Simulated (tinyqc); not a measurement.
Effective mass of the heavy-hole band from tabulated energies: one step. Least squares over all points. Two cases, with inputs chosen for the exercise.

Task: Fit E = a k^2 (a = sum k^2 E/sum k^4), then E = a k^2 + b k^4 from the normal equations; E in eV; m = c/a.

c = hbar^2/2m0. A uniform scatter of up to 0.3 meV has been added to mimic numerical noise.
Constants: hbar^2/2m0 = 3.80998211 eV angstrom^2.

Case 1.

Energies along [110], from the band edge downward:

| k (1/angstrom) | E (meV) |
|---|---|
| 0.0000000 | 0.000000 |
| 0.0150000 | 1.125500 |
| 0.0300000 | 4.953500 |
| 0.0450000 | 11.213400 |
| 0.0600000 | 20.022200 |
| 0.0750000 | 31.369400 |
| 0.0900000 | 44.776200 |
| 0.1050000 | 61.200300 |
| 0.1200000 | 79.498200 |

reference mass (curvature of the model at k = 0.0001 1/angstrom) = 0.6817631 m0

Case 2.

Energies along [110], from the band edge downward:

| k (1/angstrom) | E (meV) |
|---|---|
| 0.0000000 | 0.000000 |
| 0.0160000 | 1.294800 |
| 0.0320000 | 5.817900 |
| 0.0480000 | 12.286500 |
| 0.0640000 | 22.092500 |
| 0.0800000 | 34.414500 |
| 0.0960000 | 49.231300 |
| 0.1120000 | 67.151100 |
| 0.1280000 | 87.115300 |

reference mass (curvature of the model at k = 0.0001 1/angstrom) = 0.7036091 m0

Give: sums of k^4, k^6, k^8; sums of k^2 E, k^4 E; a, one term; a and b, two terms; m, one and two terms.

Result:

Case 1.

sums of k^4, k^6, k^8: 0.00044408  5.0912e-06  6.3264e-08

sums of k^2 E, k^4 E: 0.0024581  2.8164e-05

a, one term = 5.5353 eV angstrom^2

a and b, two terms: 5.577  -3.670

m, one and two terms (m0): 0.68830  0.68311

The parabola over all points errs by +1.0 % because the weights k^4 favour the outer points; the second term brings the error to +0.2 %.

Case 2.

sums of k^4, k^6, k^8: 0.00057488  7.4988e-06  1.0602e-07

sums of k^2 E, k^4 E: 0.0030687  3.9984e-05

a, one term = 5.3380 eV angstrom^2

a and b, two terms: 5.408  -5.370

m, one and two terms (m0): 0.71375  0.70451

The parabola over all points errs by +1.4 % because the weights k^4 favour the outer points; the second term brings the error to +0.1 %.

Computed by tinyqc, one run a case: `OMP_NUM_THREADS=1 python tinyqc.py N N+1 out.jsonl` with N = 1851184, 1851258; one thread of a shared Intel(R) Xeon(R) Processor @ 2.30GHz, about 0.01 s a run at most.
